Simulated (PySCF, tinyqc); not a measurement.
Worked calculation: CIS and TDHF on RHF in the sto-3g basis, for H3+, spin multiplicity 1. The lowest restricted solution is unstable here: a spin-polarised one lies 0.0005 hartree lower (PySCF). Computed by tinyqc, a small Python program that keeps every step (integrals from PySCF). Settings: charge = 1, multiplicity = 1, basis = sto-3g, method = RHF, energy threshold = 1e-10, iteration cap = 84, orthogonalisation = canonical, start = atomic densities, DIIS depth = 6, TDHF = 1. Command: `OMP_NUM_THREADS=1 python tinyqc.py 29755 29756 out.jsonl` (the two numbers bound the seeds that draw the settings). One thread of a shared host (Intel(R) Xeon(R) Processor @ 2.60GHz), about 0.05 s of CPU time with the checks. The early iterations of the SCF are left out here.

## One-electron integrals

Geometry (angstrom):
```
atom,x,y,z
H,0.00000,0.00000,0.00000
H,0.00000,0.00000,1.05900
H,0.00000,0.00000,-1.05900
```

Basis sto-3g: exponents (1/bohr^2) and contraction coefficients of normalised primitives:
```
element,l (shell),exponent,coefficient
H,s (1),3.42525,0.15433
H,s (1),0.62391,0.53533
H,s (1),0.16886,0.44463
```

Overlap, kinetic and nuclear-attraction integrals over the contracted functions; the nuclear repulsion is the sum of Za Zb / Rab.

nuclear repulsion = 1.2492380 hartree

overlap S, lower triangle:
```
,1H 1s,2H 1s,3H 1s
1H 1s,1.00000
2H 1s,0.46241,1.00000
3H 1s,0.46241,0.09792,1.00000
```

kinetic energy T (hartree), lower triangle:
```
,1H 1s,2H 1s,3H 1s
1H 1s,0.76003
2H 1s,0.09086,0.76003
3H 1s,0.09086,-0.01112,0.76003
```

nuclear attraction V (hartree), lower triangle:
```
,1H 1s,2H 1s,3H 1s
1H 1s,-2.20165
2H 1s,-0.87649,-1.96393
3H 1s,-0.87649,-0.17189,-1.96393
```

core Hamiltonian H = T + V (hartree), lower triangle:
```
,1H 1s,2H 1s,3H 1s
1H 1s,-1.44162
2H 1s,-0.78562,-1.20390
3H 1s,-0.78562,-0.18301,-1.20390
```

## Two-electron integrals

Functions are numbered as in S; the eight-fold symmetry (ij|kl) = (ji|kl) = (kl|ij) leaves the list below.

Two-electron integrals (ij|kl) in chemists' order, unique and non-zero (hartree):
```
i,j,k,l,(ij|kl)
1,1,1,1,0.77461
2,1,1,1,0.28290
2,1,2,1,0.13492
2,2,1,1,0.45925
2,2,2,1,0.28290
2,2,2,2,0.77461
3,1,1,1,0.28290
3,1,2,1,0.09651
3,1,2,2,0.15368
3,1,3,1,0.13492
3,2,1,1,0.05717
3,2,2,1,0.02361
3,2,2,2,0.04449
3,2,3,1,0.02361
3,2,3,2,0.00485
3,3,1,1,0.45925
3,3,2,1,0.15368
3,3,2,2,0.24931
3,3,3,1,0.28290
3,3,3,2,0.04449
3,3,3,3,0.77461
```

## Orthogonalisation

S = U s U^T; canonical form X = U s^(-1/2), so that X^T S X = 1. Each column of U has its largest component positive (the first on a tie).

eigenvalues of S: 0.39318  0.90208  1.70474

X:
```
,1,2,3
1H 1s,1.16903,0.00000,0.52096
2H 1s,-0.76705,0.74450,0.39699
3H 1s,-0.76705,-0.74450,0.39699
```

## Iteration 9 (converged): orbitals

converged F (hartree), lower triangle:
```
,1H 1s,2H 1s,3H 1s
1H 1s,-0.74156
2H 1s,-0.59133,-0.53101
3H 1s,-0.59133,-0.22934,-0.53101
```

Diagonalise F' = X^T F X, C = X C', fill 1 alpha and 1 beta electrons from the bottom; D = 2 C_occ C_occ^T. Each column has its largest component positive (the first on a tie).

F' = X^T F X (hartree), lower triangle:
```
,1,2,3
1,0.21282
2,0.00000,-0.33442
3,-0.06482,0.00000,-0.93010
```

orbital energies (hartree): MO1 -0.93377, MO2 -0.33442, MO3 0.21648

coefficients C:
```
,MO1,MO2,MO3
1H 1s,0.58611,0.00000,1.13776
2H 1s,0.35306,0.74450,-0.78824
3H 1s,0.35306,-0.74450,-0.78824
```

D after iteration 9, lower triangle:
```
,1H 1s,2H 1s,3H 1s
1H 1s,0.68706
2H 1s,0.41387,0.24931
3H 1s,0.41387,0.24931,0.24931
```

## Convergence

Stop when the energy changes by less than 1e-10 hartree and every element of the error matrix X^T (F D S - S D F) X is below 3e-06.

Course of the cycle:
```
iteration,E (hartree),change,largest element of the error matrix
1,-0.6622131,-,7.77e-02
2,-1.1757458,-5.14e-01,1.22e-02
3,-1.1758158,-7.00e-05,2.81e-03
4,-1.1758181,-2.22e-06,1.85e-03
5,-1.1758188,-6.99e-07,1.43e-03
6,-1.1758191,-3.24e-07,1.18e-03
7,-1.1758193,-1.81e-07,1.01e-03
8,-1.1758198,-5.10e-07,1.62e-07
9,-1.1758198,-1.42e-14,1.08e-08
```

PySCF RHF in the same basis = -1.1758198 hartree

Converged in 9 iterations.

## Integrals over molecular orbitals

(pq|rs) = sum C_ip C_jq C_kr C_ls (ij|kl), one index at a time.

one-electron integrals over orbitals h = C^T H C (hartree), lower triangle:
```
,1,2,3
1,-1.49129
2,0.00000,-1.13170
3,-0.09467,0.00000,-0.77133
```

Two-electron integrals over orbitals (pq|rs), unique and non-zero (hartree):
```
p,q,r,s,(pq|rs)
1,1,1,1,0.55752
2,1,2,1,0.14650
2,2,1,1,0.47189
2,2,2,2,0.52576
3,1,1,1,0.09467
3,1,2,2,-0.04168
3,1,3,1,0.13743
3,2,2,1,-0.14230
3,2,3,2,0.15998
3,3,1,1,0.56262
3,3,2,2,0.50137
3,3,3,1,0.08143
3,3,3,3,0.59992
```

## CIS matrix, singlets

A(ia,jb) = (e_a - e_i) d_ij d_ab + 2 (ia|jb) - (ij|ab).

CIS matrix A, singlet (hartree):
```
,1>2,1>3
1>2,0.42046,0.00000
1>3,0.00000,0.86249
```

## CIS singlet states

dipole integrals <i|r|a> (bohr):
```
,x,y,z
1>2,0.00000,0.00000,1.45585
1>3,0.00000,0.00000,0.00000
```

Diagonalise A (1 hartree = 27.211386 eV); each vector has its largest component positive (the first on a tie). The transition dipole is mu = sqrt2 sum c_ia <i|r|a>.

singlet excitation energies (eV): 11.44127  23.46952

lowest vectors:
```
,state 1,state 2
1>2,1.00000,0.00000
1>3,0.00000,1.00000
```

oscillator strengths 2/3 w |mu|^2: 1.18822  0.00000

## TDHF (RPA) singlet states

B(ia,jb) = 2 (ia|jb) - (ib|ja); the squared energies are the eigenvalues of (A - B)(A + B); 1 hartree = 27.211386 eV.

TDHF matrix B, singlet (hartree):
```
,1>2,1>3
1>2,0.14650,0.00000
1>3,0.00000,0.13743
```

squared energies w^2 (hartree^2): 0.15532  0.72500

TDHF energies from the positive w^2 (eV): 10.72431  23.16966

## CIS matrix, triplets

A(ia,jb) = (e_a - e_i) d_ij d_ab - (ij|ab).

CIS matrix A, triplet (hartree):
```
,1>2,1>3
1>2,0.12746,0.00000
1>3,0.00000,0.58763
```

## CIS triplet states

Diagonalise A (1 hartree = 27.211386 eV); each vector has its largest component positive (the first on a tie).

triplet excitation energies (eV): 3.46836  15.99017

lowest vectors:
```
,state 1,state 2
1>2,1.00000,0.00000
1>3,0.00000,1.00000
```

## TDHF (RPA) triplet states

B(ia,jb) = - (ib|ja); the squared energies are the eigenvalues of (A - B)(A + B); 1 hartree = 27.211386 eV.

TDHF matrix B, triplet (hartree):
```
,1>2,1>3
1>2,-0.14650,0.00000
1>3,0.00000,-0.13743
```

squared energies w^2 (hartree^2): -0.00522  0.32642

TDHF energies from the positive w^2 (eV): 15.54672

A + B or A - B has a negative eigenvalue: the restricted solution is unstable towards a spin-polarised one, a negative w^2 means an imaginary energy, and the lowest roots have no physical meaning.
